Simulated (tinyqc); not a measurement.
# Two-diode model of a solar cell: two studies

J is the current delivered and Vj = V + J Rs the junction voltage. J = X JL - J01 (exp(Vj/(n1 Vt)) - 1) - J02 (exp(Vj/(2 Vt)) - 1) - Vj/Rp. The photocurrent does not depend on voltage.

Inputs (values chosen for the exercise); values of the order met in cells of gallium arsenide:
- T = 273 K (temperature)
- JL = 28 mA/cm^2 (photocurrent at one sun)
- X = 1 suns (concentration)
- J01 = 6.6e-23 A/cm^2 (saturation current of the first diode)
- n1 = 1 (ideality factor of the first diode)
- Rs = 0 ohm cm^2 (series resistance)
- Rp = 20000 ohm cm^2 (shunt resistance)
- Pin = 100 mW/cm^2 (incident power at one sun)
- J02 = 3.2e-13 A/cm^2 (saturation current of the second diode (ideality 2))

Constants: q = 1.602176634e-19 C, kB = 1.380649e-23 J/K, Vt = kB T/q. Results are converted to the units shown.

Each table varies one quantity; the others keep the values above.

## Effect of the saturation current of the second diode (ideality 2)

Jsc at V = 0, Voc at J = 0, the maximum power point where J (1 + 2 Rs G) = G Vj with G = -dJ/dVj; FF = Vmp Jmp/(Voc Jsc); efficiency Vmp Jmp/(X Pin). Empirical fill factor without parasitics FF0 = (v - ln(v + 0.72))/(v + 1), v = Voc/(n1 Vt).

The same in every row: Jsc (mA/cm^2) = 28.00.

Effect of the saturation current of the second diode (ideality 2):

| J02 (A/cm^2) | Voc (V) | Vmp (V) | Jmp (mA/cm^2) | FF | efficiency (%) | FF0 |
|---|---|---|---|---|---|---|
| 1e-14 | 1.117 | 1.027 | 27.31 | 0.8969 | 28.06 | 0.8994 |
| 3e-14 | 1.117 | 1.026 | 27.28 | 0.8952 | 27.99 | 0.8994 |
| 1e-13 | 1.116 | 1.022 | 27.19 | 0.8897 | 27.79 | 0.8993 |
| 3e-13 | 1.112 | 1.011 | 27.00 | 0.8766 | 27.30 | 0.8991 |
| 1e-12 | 1.100 | 0.9802 | 26.75 | 0.8511 | 26.22 | 0.8983 |
| 3e-12 | 1.072 | 0.9361 | 26.63 | 0.8301 | 24.93 | 0.8962 |
| 1e-11 | 1.023 | 0.8829 | 26.54 | 0.8185 | 23.44 | 0.8923 |
| 3e-11 | 0.9716 | 0.8338 | 26.47 | 0.8112 | 22.07 | 0.8880 |

Read the table: what changes, and by how much?

As J02 goes from 1e-14 to 3e-11, Voc falls from 1.12 to 0.972 V, FF falls from 0.897 to 0.811 and the efficiency falls from 28.1 to 22.1 %. Voc changes by -107 mV a decade between the last two rows and -0.726 mV between the first two.

## Effect of the shunt resistance

Same model as above.

The same in every row: Jsc (mA/cm^2) = 28.00.

Result of one run:

| Rp (ohm cm^2) | Voc (V) | Vmp (V) | Jmp (mA/cm^2) | FF | efficiency (%) | FF0 |
|---|---|---|---|---|---|---|
| 10000 | 1.112 | 1.010 | 26.94 | 0.8739 | 27.20 | 0.8991 |

What becomes of these results when the shunt resistance Rp is changed from 10000 to 30 ohm cm^2, all else the same?

Result of the changed run:

| Rp (ohm cm^2) | Voc (V) | Vmp (V) | Jmp (mA/cm^2) | FF | efficiency (%) | FF0 |
|---|---|---|---|---|---|---|
| 30 | 0.8395 | 0.4200 | 14.00 | 0.2502 | 5.880 | 0.8747 |

The whole series:

| Rp (ohm cm^2) | Voc (V) | Vmp (V) | Jmp (mA/cm^2) | FF | efficiency (%) | FF0 |
|---|---|---|---|---|---|---|
| 30 | 0.8395 | 0.4200 | 14.00 | 0.2502 | 5.880 | 0.8747 |
| 100 | 1.099 | 0.9705 | 17.95 | 0.5663 | 17.42 | 0.8981 |
| 300 | 1.108 | 1.001 | 23.90 | 0.7713 | 23.93 | 0.8988 |
| 1000 | 1.111 | 1.008 | 26.09 | 0.8452 | 26.29 | 0.8990 |
| 3000 | 1.112 | 1.009 | 26.72 | 0.8665 | 26.97 | 0.8991 |
| 10000 | 1.112 | 1.010 | 26.94 | 0.8739 | 27.20 | 0.8991 |
| 30000 | 1.112 | 1.010 | 27.00 | 0.8760 | 27.27 | 0.8991 |
| 1e5 | 1.112 | 1.010 | 27.02 | 0.8768 | 27.30 | 0.8991 |

As Rp goes from 30 to 1e5, Voc rises from 0.839 to 1.11 V, FF rises from 0.250 to 0.877 and the efficiency rises from 5.88 to 27.3 %. Voc changes by 0.0466 mV a decade between the last two rows and 496 mV between the first two. For Rp = 30, 100 the shunt carries over 0.3 of the photocurrent at open circuit, so it pulls Voc down and FF towards the 1/4 of a resistor.

Numbers from tinyqc (`OMP_NUM_THREADS=1 python tinyqc.py 2280031 2280032 out.jsonl`; about 0.01 s on one thread of a shared Intel Xeon 2.30GHz).
